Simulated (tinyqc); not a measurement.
Self-heating of a transistor with one or more fingers, with temperature-dependent conductivity: one step, computed by the program tinyqc.

N long parallel fingers lie on the top face of a slab whose bottom is held at T_0; the top is otherwise insulated, and heat flows in two dimensions. P in W/mm is 1000 P in W/m.

Question. Linear temperature rise of each finger. theta_i = (P/(pi kappa_0)) [g_0 + sum over j != i of g(|i - j| s)], with equal powers and constant conductivity; thermal resistance = largest theta/P.

Inputs (values chosen for the exercise, modelled on silicon): conductivity at the base temperature kappa_0 = 116 W/(m K); power per gate width P = 1.4 W/mm; fingers N = 5.

Power: power rises with temperature.

own factor g_0 = 7.743855

g(j s), j = 1..7: [0.9843428, 0.4219083, 0.1901312, 0.0864817, 0.0394108, 0.0179671, 0.0081917]

Give: theta of each finger; largest theta; thermal resistance.

Answer.

theta of each finger (K): [36.21, 39.66, 40.55, 39.66, 36.21]

largest theta = 40.55 K

thermal resistance = 28.97 K mm/W

The neighbours supply 27 % of the rise of the hottest finger, which runs 4.3 K above the outer ones.
